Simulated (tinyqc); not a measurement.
# Read current of a NAND string, cells in series solved by shooting: two studies

Cells in series, numbered from 0 at the source line (0 V) to the bit line, each followed by a gap resistance Rg. A cell with gate Vg, threshold VT, source Vs and drain Vd passes I = 2 nf K Vt^2 [F(Vs) - F(Vd)]/(1 + th max(Vg - VT, 0)), F(V) = ln^2(1 + exp((Vg - VT - nf V)/(2 nf Vt))). The selected cell has Vg = Vr, the others Vg = Vp.

Inputs (values chosen for the exercise); values of the order met in vertical NAND strings:
- T = 300 K (temperature)
- K = 17 uA/V^2 (gain factor of a cell)
- nf = 1.4 (slope factor)
- th = 0.11 1/V (mobility reduction factor)
- Rg = 1.3 kohm (resistance of the gap between cells)
- Vbl = 0.3 V (bit-line voltage)
- Vp = 5.8 V (pass voltage)
- Ve = -1.1 V (threshold of an erased cell)
- Vh = 3.8 V (threshold of the highest state)
- Vx = 1.4 V (threshold of the selected cell)
- Is = 10 nA (sensing current)
- Vr = 3.09 V (read voltage on the selected word line)

Constants: q = 1.602176634e-19 C, kB = 1.380649e-23 J/K, Vt = kB T/q. Results are converted to the units shown.

Each table varies one quantity; the others keep the values above.

## Read current against the number of cells

For a trial current I start at 0 V and, cell by cell, solve for the drain: sqrt(F(Vd)) = sqrt(F(Vs) - I/k), k = 2 nf K Vt^2/(1 + th max(Vg - VT, 0)), Vd = [Vg - VT - 2 nf Vt ln(exp(sqrt F) - 1)]/nf, then add I Rg. The string current is the I for which the last node reaches Vbl. The apparent threshold is the Vr at which I = Is. Background: all other cells erased (VT = Ve) or all in the highest state (VT = Vh); ratio and shift are high over erased and high minus erased. The selected cell is in the middle, cell n/2.

Results:
```
n	I, others erased (uA)	I, others high (uA)	ratio	apparent VT, erased (V)	apparent VT, high (V)	background shift (mV)
8	1.805	0.8872	0.4915	1.380	1.381	1.171
32	0.5279	0.2253	0.4267	1.383	1.388	4.695
64	0.2716	0.1129	0.4159	1.387	1.396	9.422
96	0.1828	0.07536	0.4123	1.390	1.405	14.21
128	0.1378	0.05654	0.4105	1.394	1.413	19.04
192	0.09228	0.03771	0.4086	1.401	1.430	28.82
```

Estimate the missing row, n = 16.

Computed row:
```
n	I, others erased (uA)	I, others high (uA)	ratio	apparent VT, erased (V)	apparent VT, high (V)	background shift (mV)
16	0.9997	0.4483	0.4484	1.381	1.384	2.343
```

With this row back in the table: With erased neighbours the current falls from 1.81 to 0.0923 uA, as n^(-0.85) between the first two rows and n^(-0.99) between the last two (-1 once the series resistance rules). The ratio falls from 0.491 to 0.409 and the background shift rises from 1.17 to 28.8 mV.

## Effect of the position of the selected cell

Same model as above.

The string has 128 cells, numbered from the source.

Effect of the position of the selected cell:
```
j	I, others erased (uA)	I, others high (uA)	ratio	apparent VT, erased (V)	apparent VT, high (V)	background shift (mV)
0	0.1380	0.05655	0.4097	1.379	1.379	0.005434
18	0.1380	0.05655	0.4099	1.383	1.389	5.289
36	0.1379	0.05655	0.4101	1.388	1.398	10.61
54	0.1378	0.05654	0.4103	1.392	1.408	16.02
73	0.1377	0.05654	0.4106	1.396	1.418	21.78
91	0.1376	0.05654	0.4109	1.400	1.427	27.28
109	0.1375	0.05653	0.4111	1.404	1.437	32.80
127	0.1374	0.05653	0.4115	1.408	1.447	38.37
```

Read the table: what changes, and by how much?

From the source end to the bit-line end the apparent VT with high neighbours rises from 1.379 to 1.447 V and the background shift rises from 0.00543 to 38.4 mV. Cells and gaps on the source side raise the source of the selected cell, which costs nf times that voltage in gate drive; those on the drain side only lower its drain voltage.

Numbers from tinyqc (`OMP_NUM_THREADS=1 python tinyqc.py 2142129 2142130 out.jsonl`; about 0.8 s on one thread of a shared Intel Xeon 2.30GHz).
